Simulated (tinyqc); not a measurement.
# Thin-body transistor below threshold, two-dimensional Poisson equation on a small mesh: refining the mesh

A thin body on a thick buried insulator of low permittivity, taken as carrying no normal field at the bottom of the body (row 0). Mobile charge is neglected (subthreshold), the body is fully depleted, and potentials are counted from the intrinsic level; rows run upward to the gate, columns from source to drain.

The mesh has 2 c steps in the semiconductor (rows from 0 up to the interface), c steps in the insulator and 8 c along the channel, each uniform. Box integration, divided by eps0: up_i = eps hy/h of the interval above row i, dn_i = that of the interval below (0 for row 0), lat_i = (sum of eps h/2 over the intervals above and below)/hy, s_i = -q Na w_i hy/eps0 with w_i the semiconductor height of the box (hs/2 for row 0 and the interface row, hs between, 0 in the insulator). Each free node obeys (up + dn + 2 lat) psi = up psi(above) + dn psi(below) + lat [psi(left) + psi(right)] + s. Fixed values: gate row Vg - Vfb; column 0 at Vbi and the last column at Vbi + Vd in the semiconductor, each running linearly to Vg - Vfb across the insulator. The system is solved directly; psi is read on row 0 at mid-channel.

Inputs (values chosen for the exercise); semiconductor permittivity close to that of silicon:
```
symbol,value,unit,meaning
eps_r,11.6,,relative permittivity of the semiconductor
eox,3.9,,relative permittivity of the insulator
tb,8,nm,body thickness
tox,1.5,nm,insulator thickness
L,44,nm,channel length
Na,0,cm^-3,acceptor density of the depleted body
Vbi,0.51,V,potential of the source
Vfb,-0.07,V,gate offset
Vg,-0.1,V,gate voltage
Vd,0.05,V,drain voltage
```

Constants: q = 1.602176634e-19 C, eps0 = 8.8541878128e-14 F/cm where lengths are in cm. Results are converted to the units shown.

Result of one run:
```
c	unknowns	psi at mid-channel (V)	d psi/dVg
8	1512	0.045851	0.86575
```

What becomes of these results when the refinement factor c is changed from 8 to 1, all else the same?

Result of the changed run:
```
c	unknowns	psi at mid-channel (V)	d psi/dVg
1	21	0.050871	0.85686
```

The whole series:
```
c	unknowns	psi at mid-channel (V)	d psi/dVg
1	21	0.050871	0.85686
2	90	0.047069	0.86359
3	207	0.046349	0.86487
4	372	0.046096	0.86532
6	846	0.045915	0.86564
8	1512	0.045851	0.86575
12	3420	0.045806	0.86583
```

psi at mid-channel goes from 0.05087 V on the coarsest mesh to 0.04581 V on the finest, a difference of 5.1 mV. d psi/dVg changes by 0.0067 from c = 1 to 2, by 0.0017 from 2 to 4 and by 4.3e-4 from 4 to 8, a ratio of 4.0 between the last two, near the 4 of a second-order scheme.

Program tinyqc, `OMP_NUM_THREADS=1 python tinyqc.py 2480104 2480105 out.jsonl`; Intel Xeon 2.30GHz, shared host, one thread, about 0.1 s.
